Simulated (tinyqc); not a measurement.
Chip with leakage that grows with temperature, electro-thermal loop and runaway: two steps of the calculation.

One temperature T for the device, T = T0 + Rth P(T), with P(T) = Pd + Pl (T/300 K)^2 exp[(q Ea/kB)(1/(300 K) - 1/T)]. The loop gain is Rth dP/dT; a solution is thermally stable when it is below one.

Inputs (values chosen for the exercise): ambient temperature T0 = 360 K; temperature-independent switching power Pd = 25 W; leakage power at 300 K Pl = 0.277 W; activation energy of the leakage Ea = 0.41 eV; thermal resistance Rth = 0.42 K/W.

Constants: q = 1.602176634e-19 C, kB = 1.380649e-23 J/K. Results are converted to the units shown.

Question 1. Temperature by substitution. P(T) = Pd + Pl (T/300 K)^2 exp[(q Ea/kB)(1/(300 K) - 1/T)]; T(new) = T0 + Rth P(T).

T after iteration 1 = 372.85527 K

Wanted: P; T after iteration 2.

Answer 1.

P = 34.488 W
T after iteration 2 = 374.48 K

Question 2. Loop gain and effective thermal resistance. P(T) = Pd + Pl (T/300 K)^2 exp[(q Ea/kB)(1/(300 K) - 1/T)]; P'(T) = (P - Pd)(2/T + q Ea/(kB T^2)); G = Rth P'. A small change of T0 changes T by 1/(1 - G) times as much.

converged T = 374.80258 K

Give: P; G; dT/dT0.

Answer 2.

P = 35.24 W
G = 0.1687
dT/dT0 = 1.203

The feedback is positive: heating raises the power. A second, unstable solution lies at 477.4 K; above it the temperature runs away.

Numbers from tinyqc (`OMP_NUM_THREADS=1 python tinyqc.py 2520025 2520026 out.jsonl`; about 0.01 s on one thread of a shared Intel Xeon 2.30GHz).
